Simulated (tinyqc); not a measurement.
Dopant redistribution at a moving silicon-oxide interface during parabolic oxidation: one step, computed by the program tinyqc.

Uniformly doped silicon is oxidised with x_ox = sqrt(B t); the interface advances into the silicon by alpha x_ox, alpha = 0.44. The dopant does not move in the oxide, and at the interface C(silicon) = m C(oxide).

Question. Interface concentration. With the dopant diffusivity D and s = alpha x_ox/(2 sqrt(D t)), in the silicon C = C_B + (C_s - C_B) erfc(y/(2 sqrt(D t)))/erfc(s), y from the original surface. Dopant balance at the interface gives C_s/C_B = 1/[1 + (1/(m alpha) - 1) g], g = sqrt(pi) s exp(s^2) erfc(s).

Inputs (values chosen for the exercise, modelled on boron in silicon under steam): segregation coefficient m = C(silicon)/C(oxide) = 0.26; bulk doping C_B = 1.8e+15 1/cm^3; temperature T = 1025 C.

s = 1.484735

Give: g; ratio C_s/C_B; C_s in the silicon; concentration in the oxide.

Answer.

g = 0.8529

ratio C_s/C_B = 0.1315

C_s in the silicon = 2.368e+14 1/cm^3

concentration in the oxide = 9.106e+14 1/cm^3

m alpha = 0.114: the oxide takes more dopant than the consumed silicon held, so the silicon is depleted. For a very fast interface the ratio would tend to m alpha. Caution: parabolic growth needs an oxide much thicker than the Deal-Grove length A, which fails for thin films and low temperatures; oxidation-enhanced or retarded diffusion is ignored.
